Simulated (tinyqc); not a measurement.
# CMOS inverter, nodal equation and switching: effect of the n-channel threshold

An n-channel pull-down (bn, VTn) and a p-channel pull-up (bp, VTp) share the input Vin and the output node Vout, which carries the load C. Transistor (EKV form, voltages against the body): I = 2 n b Vt^2 [F(vp - Vs) - F(vp - Vd)] from drain to source, F(v) = ln^2(1 + exp(v/(2 Vt))), vp = (Vg - VT + sg |Vd - Vs|)/n. n-channel bodies are at 0; for the p-channel device all voltages are counted down from Vdd. b in uA/V^2 gives I in uA. Static: In = Ip. Transient: C dVout/dt = Ip - In. No velocity saturation, no gate capacitance beyond C.

VM solves In = Ip with Vin = Vout; VIL and VIH are the inputs of gain -1, NML = VIL - Vout(VIH), NMH = Vout(VIL) - VIH. For a step input the delay to Vdd/2 is tHL = C times the integral of dV/(In - Ip) from Vdd/2 to Vdd at Vin = Vdd, and tLH likewise with Ip - In from 0 to Vdd/2 at Vin = 0.

Parameters, values chosen for the exercise: temperature T = 300 K; supply voltage Vdd = 1.2 V; slope factor n = 1.14; drain-induced barrier lowering sg = 0.071; p-channel threshold (magnitude) VTp = 0.41 V; gain factor of the pull-down transistor bn = 460 uA/V^2; gain factor of the pull-up transistor bp = 920 uA/V^2; load capacitance C = 0.28 fF.

Constants: q = 1.602176634e-19 C, kB = 1.380649e-23 J/K, Vt = kB T/q. Results are converted to the units shown.

Effect of the n-channel threshold:
```
VTn (V)  VM (V)  gain at VM  NML (V)  NMH (V)  tHL (ps)  tLH (ps)
0.15     0.5369      -14.06   0.3538   0.4433    0.6939    0.5734
0.2      0.5563      -14.08   0.3829   0.4354    0.7543    0.5734
0.25     0.5757      -14.08   0.4118   0.4274    0.8246    0.5734
0.3      0.5952      -14.08   0.4408   0.4193    0.9072    0.5734
0.35     0.6147      -14.08   0.4696   0.4110     1.005    0.5734
0.4      0.6343      -14.08   0.4983   0.4024     1.121    0.5734
0.45     0.6540      -14.08   0.5271   0.3933     1.260    0.5734
0.5      0.6738      -14.08   0.5558   0.3836     1.429    0.5734
```

Read the table: what changes, and by how much?

As VTn goes from 0.15 to 0.5 V, VM rises from 0.537 to 0.674 V, the size of the gain stays near 14.1, tHL rises from 0.694 to 1.43 ps and tLH stays near 0.573 ps. The smaller margin is largest, 0.419 V, at VTn = 0.3 V among the rows. In every row the overdrive passes 0.5 V, where velocity saturation, left out here, would lengthen the delays of short devices.

Numbers from tinyqc (`OMP_NUM_THREADS=1 python tinyqc.py 2340167 2340168 out.jsonl`; about 0.06 s on one thread of a shared Intel Xeon 2.30GHz).
